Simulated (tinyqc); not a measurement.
Changing the photon flux entering: surface photovoltage measurement of the minority-carrier diffusion length in a wafer. Computed by tinyqc, a small Python program. Command: `OMP_NUM_THREADS=1 python tinyqc.py 3130435 3130436 out.jsonl spv sweep`. One thread of a shared host (Intel(R) Xeon(R) Processor @ 2.30GHz), about 0.01 s of CPU time with the checks.

Low injection, steady light, a depletion layer much thinner than 1/alpha and L. The excess density dn is taken at the front edge of the neutral region; light that reaches the back is lost.

Inputs (values chosen for the exercise, modelled on p-type silicon at room temperature):
```
quantity                                             value        unit
diffusion length L                                      25  micrometre
wafer thickness W                                      725  micrometre
diffusivity D                                         33.3      cm^2/s
front recombination velocity S_f                     53000        cm/s
back recombination velocity S_b                      60000        cm/s
minority density at the surface barrier scale n_0  9.7e+10      1/cm^3
temperature T                                          298           K
wavelength                                             906          nm
```

Constants: k_B = 8.617333262e-05 eV/K.

Method:
- alpha = (84.732/lambda - 76.417)^2 per cm with lambda in micrometre (an empirical fit for silicon between 0.7 and 1.05 micrometre).
- Thick wafer: dn = Phi L/((S_f + D/L)(L + 1/alpha)). Finite wafer, with s = S_b L/D, w = W/L, a = alpha L: dn = [Phi a/(a^2 - 1)] [a - B - exp(-alpha W)(a - s)/(cosh w + s sinh w)]/(S_f + B D/L), B = (sinh w + s cosh w)/(cosh w + s sinh w).
- Photovoltage V = (k_B T/e) ln(1 + dn/n_0). Lifetime = L^2/D.

One run for each value:
```
photon flux entering (1/(cm^2 s))  photovoltage V (mV)  dn, finite wafer (1/cm^3)
1.00e+10                                     1.686e-05                  6.370e+04
1.00e+11                                     1.686e-04                  6.370e+05
1.00e+12                                     1.686e-03                  6.370e+06
1.00e+13                                     1.686e-02                  6.370e+07
1.00e+14                                     1.681e-01                  6.370e+08
1.00e+15                                     1.633e+00                  6.370e+09
1.00e+16                                     1.296e+01                  6.370e+10
```

Over the rows, photovoltage V (mV) rises from 1.69e-5 to 13.0 (exponent d ln y / d ln x 1.00 between the first rows and 0.90 between the last); dn, finite wafer (1/cm^3) rises from 63700 to 6.37e10 (exponent d ln y / d ln x about 1.0 throughout). At the low end the exponent of photovoltage V is 1.00, close to 1: the linear range.

Caution (rows 1.00e16): dn is not small against n_0, so V is not linear in the flux; the constant-flux reading then needs dn, not V.

Extremes, crossings and ranges named in words are read from the listed rows.
